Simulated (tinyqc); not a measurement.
What each parameter does: six-band k.p model of the valence band of a wurtzite crystal.

At k = 0: E1 = D1c + D2c + Te + Le (pure HH); E2, E3 = Le + u +/- sqrt(u^2 + 2 D3c^2), u = (D1c - D2c + Te)/2, D1c = Dcr, D2c = D3c = Dso/3. The weight of LH in state 2 is fL = (E2 - Le)^2/((E2 - Le)^2 + 2 D3c^2). Relative strengths of transitions to the conduction band: for E perpendicular to c (TE) 1/2, fL/2, (1 - fL)/2; for E along c (TM) 0, 1 - fL, fL, with one momentum element for both directions.

Strain of a c-plane layer: exx = eyy = e_par, ezz = -2 (C13/C33) e_par; Le = D1 ezz + D2 (exx + eyy), Te = D3 ezz + D4 (exx + eyy).

Conduction edge: Ec = (top of the unstrained valence band) + Eg + (a1 + D1) ezz + (a2 + D2)(exx + eyy).

Inputs chosen for the exercise (near those of AlGaN; the results hold for these values, not for the real material): Dcr = -0.101 eV (crystal-field splitting); Dso = 0.0177 eV (spin-orbit splitting); Eg = 5.321 eV (direct gap at Gamma from the top of the unstrained valence band); a1 = -3.92 eV (gap potential along c); a2 = -12.06 eV (gap potential in the plane); D1 = -12.25 eV; D2 = 6.44 eV; D3 = 8.86 eV; D4 = -3.9 eV; C13 = 104 GPa; C33 = 372 GPa; e_par = -0.0111 (exx = eyy of a c-plane layer).

Splittings at k = 0 under the strain, fL and the lowest transition.

Results for these values:
```
case  E1 - E2 (meV)  E1 - E3 (meV)      fL  lowest transition (eV)
base           9.90          48.37  0.9505                  5.5186
```

What happens to each result for C33 = 297.6 GPa, all else kept?

Answer: E1 - E2 rises from 9.90 to 10.40; E1 - E3 rises from 48.37 to 61.61; fL rises from 0.9505 to 0.9727; lowest transition falls from 5.5186 to 5.4988.

The same for each parameter in turn:
```
case              E1 - E2 (meV)  E1 - E3 (meV)      fL  lowest transition (eV)
base                       9.90          48.37  0.9505                  5.5186
D3 = 7.088 eV              9.15          38.12  0.9087                  5.5296
a2 = -9.648 eV             9.90          48.37  0.9505                  5.4650
D4 = -3.12 eV              8.44          32.51  0.8604                  5.5359
e_par = -0.01332          10.71          75.87  0.9833                  5.5389
Dcr = -0.1212 eV           7.99          30.08  0.8275                  5.5387
C33 = 297.6 GPa           10.40          61.61  0.9727                  5.4988
a1 = -4.704 eV             9.90          48.37  0.9505                  5.5137
D2 = 7.728 eV              9.90          48.37  0.9505                  5.5186
```

D1 and D2 shift all valence edges and the conduction edge alike, so they drop out of splittings and transitions.

Computed by tinyqc, a small Python program: `OMP_NUM_THREADS=1 python tinyqc.py 1081277 1081278 out.jsonl` (the numbers bound the seed that draws the inputs); one thread of a shared host (Intel(R) Xeon(R) Processor @ 2.30GHz), about 0.01 s for the whole set of steps.
